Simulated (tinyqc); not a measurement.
Smoothing against break-up: capillary instabilities by surface diffusion: grooving and agglomeration of films, edge retraction, wire break-up and smoothing of roughness. Computed by tinyqc, a small Python program. Command: `OMP_NUM_THREADS=1 python tinyqc.py 3029827 3029828 out.jsonl dewet walk`. One thread of a shared host (Intel(R) Xeon(R) Processor @ 2.30GHz), about 0.01 s of CPU time with the checks.

Isotropic surface energy; shapes change by surface diffusion alone.

Inputs (values chosen for the exercise, for a model film):

| quantity | value | unit |
|---|---|---|
| surface energy gamma_s | 1.35 | J/m^2 |
| grain-boundary energy gamma_b | 0.6 | J/m^2 |
| interface energy gamma_i | 0.63 | J/m^2 |
| atomic volume Omega | 17 | angstrom^3 |
| surface sites nu | 9.9 | 1/nm^2 |
| prefactor D0 | 1.3e-06 | m^2/s |
| activation energy Q | 0.847 | eV |
| temperature T | 510 | K |
| film thickness h | 6.9 | nm |
| grain radius R | 86 | nm |
| wire radius r | 9.4 | nm |
| initial ripple over radius | 0.05 | - |
| roughness wavelength lambda | 25 | nm |

Grooves: at the surface and the interface.

Constants: k_B = 8.617333262e-05 eV/K; k_B = 1.380649e-23 J/K.

Method:
- Groove angle beta: sin(beta) = gamma_b/(2 gamma). For circular grains of radius R with spherical caps the groove ends (measured from the mean surface) at the depth R g(beta), g = (2 - 3 cos beta + cos^3 beta)/(3 sin^3 beta). The film parts if R [g(beta_s) + g(beta_i)] > h.
- B = D_s nu gamma_s Omega^2/(k_B T), D_s = D0 exp(-Q/(k_B T)).
- A wire with r + A cos(k z) has dA/dt = (B/r^4) (kr)^2 [1 - (kr)^2] A: unstable for wavelengths above 2 pi r, fastest at kr = 1/sqrt 2 with the rate B/(4 r^4); break-up time about (4 r^4/B) ln(r/A0); each wavelength makes a sphere of radius (3 r^2 lambda_m/4)^(1/3).
- Roughness of wavelength lambda on a flat face decays as exp[-B (2 pi/lambda)^4 t]; the smoothing time is that for a factor e^3.

beta_s = 12.8396 degrees

Times (s); the last column is (h/(0.780 tan beta_s))^4/B:

| T (K) | B (nm^4/s) | smoothing | wire break-up | groove to depth h |
|---|---|---|---|---|
| 434 | 1.2233e+02 | 6.1464e+00 | 7.6477e+02 | 1.8550e+04 |
| 459 | 3.9713e+02 | 1.8933e+00 | 2.3558e+02 | 5.7141e+03 |
| 484 | 1.1383e+03 | 6.6053e-01 | 8.2187e+01 | 1.9935e+03 |
| 510 | 3.0421e+03 | 2.4717e-01 | 3.0754e+01 | 7.4595e+02 |
| 536 | 7.3720e+03 | 1.0199e-01 | 1.2691e+01 | 3.0782e+02 |
| 561 | 1.5947e+04 | 4.7149e-02 | 5.8666e+00 | 1.4230e+02 |
| 612 | 6.2949e+04 | 1.1945e-02 | 1.4862e+00 | 3.6049e+01 |

What does the comparison show, and why?

All times share 1/B, so their ratios do not depend on T: break-up over smoothing is 120. An anneal can smooth this roughness well before the wire breaks. Smoothing is safe for lambda well below 2 pi r, above which a ripple along the wire grows instead. B spans 2.7 decades over these rows.
